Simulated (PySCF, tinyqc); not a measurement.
Worked calculation: CCSD on RHF in the sto-6g basis, for H6, spin multiplicity 1. The lowest restricted solution is unstable here: a spin-polarised one lies 0.0143 hartree lower (PySCF). One step of it, computed by the program tinyqc.

Problem. Iteration 7 (converged): orbitals. Diagonalise F' = X^T F X, C = X C', fill 3 alpha and 3 beta electrons from the bottom; D = 2 C_occ C_occ^T. Each column has its largest component positive (the first on a tie).

converged F (hartree), order 1H 1s, 2H 1s, 3H 1s, 4H 1s, 5H 1s, 6H 1s:
```
[[-0.203010, -0.409711, -0.075348, 0.008074, 0.001734, -0.004887],
 [-0.409711, -0.248147, -0.256165, -0.074166, -0.005453, 0.001733],
 [-0.075348, -0.256165, -0.249450, -0.407741, -0.074157, 0.008048],
 [0.008074, -0.074166, -0.407741, -0.249443, -0.256157, -0.075447],
 [0.001734, -0.005453, -0.074157, -0.256157, -0.248382, -0.410095],
 [-0.004887, 0.001733, 0.008048, -0.075447, -0.410095, -0.203260]]
```

X, order 1H 1s, 2H 1s, 3H 1s, 4H 1s, 5H 1s, 6H 1s:
```
[[-0.368960, -0.588902, 0.567509, 0.462562, 0.380681, 0.201924],
 [0.634069, 0.719410, -0.333292, 0.221986, 0.418040, 0.311021],
 [-0.825504, -0.271084, -0.509303, -0.418401, 0.151341, 0.388248],
 [0.826016, -0.268293, 0.510012, -0.418574, -0.150340, 0.388405],
 [-0.635772, 0.719040, 0.332001, 0.221609, -0.417765, 0.311527],
 [0.370522, -0.589595, -0.566537, 0.461949, -0.380808, 0.202485]]
```

Give: F' = X^T F X; orbital energies; coefficients C; D after iteration 7.

Solution.

F' = X^T F X (hartree):
```
[[0.632, 0.000, -0.014, 0.000, -0.032, 0.000],
 [0.000, 0.403, 0.000, -0.059, 0.000, 0.014],
 [-0.014, 0.000, 0.185, 0.000, -0.019, 0.000],
 [0.000, -0.059, 0.000, -0.337, 0.000, 0.002],
 [-0.032, 0.000, -0.019, 0.000, -0.462, 0.000],
 [0.000, 0.014, 0.000, 0.002, 0.000, -0.548]]
```

orbital energies (hartree): [-0.548, -0.464, -0.341, 0.185, 0.408, 0.634]

coefficients C, order 1H 1s, 2H 1s, 3H 1s, 4H 1s, 5H 1s, 6H 1s:
```
[[0.204, 0.387, -0.418, 0.544, -0.621, -0.397],
 [0.297, 0.426, -0.282, -0.327, 0.704, 0.632],
 [0.398, 0.112, 0.432, -0.538, -0.232, -0.814],
 [0.398, -0.110, 0.433, 0.538, -0.229, 0.814],
 [0.298, -0.426, -0.282, 0.326, 0.704, -0.633],
 [0.205, -0.387, -0.417, -0.543, -0.621, 0.398]]
```

D after iteration 7, order 1H 1s, 2H 1s, 3H 1s, 4H 1s, 5H 1s, 6H 1s:
```
[[0.732, 0.687, -0.112, -0.284, 0.028, 0.133],
 [0.687, 0.699, 0.087, -0.102, -0.027, 0.028],
 [-0.112, 0.087, 0.716, 0.667, -0.102, -0.284],
 [-0.284, -0.102, 0.667, 0.716, 0.087, -0.112],
 [0.028, -0.027, -0.102, 0.087, 0.699, 0.687],
 [0.133, 0.028, -0.284, -0.112, 0.687, 0.732]]
```
